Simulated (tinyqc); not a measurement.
Critical temperature from a phonon spectrum: McMillan, Allen-Dynes and the linearised Eliashberg equation: one step, computed by the program tinyqc.

alpha^2 F(omega) = sum_i (lambda_i omega_i/2) delta(omega - omega_i), so that lambda = 2 int alpha^2 F/omega d omega = sum_i lambda_i.

Task: Largest eigenvalue of the small kernel. K is the kernel of the linearised Eliashberg equation on the Matsubara points omega_n = (2n + 1) pi k_B T; T_c is where its largest eigenvalue rho is zero. Diagonalise K; at rho = 0 the eigenvector c is the gap function Delta_n/omega_n up to a factor; away from it Delta_n/Delta_0 = (2n + 1) c_n/c_0 is only an estimate.

Inputs (values chosen for the exercise, for a model metal): trial temperature = 53.3 K.

Peaks in alpha^2 F: two.

K:
```
           1          2          3
1  -0.322227   1.224633   0.533896
2   1.224633  -5.050552   0.890695
3   0.533896   0.890695  -8.325152
```

Give: largest eigenvalue rho; Delta_n/Delta_0.

Result:

largest eigenvalue rho = 0.040529

Delta_n/Delta_0: 1.0000  0.7695  0.4556

rho > 0: in this small matrix the trial temperature lies below T_c.
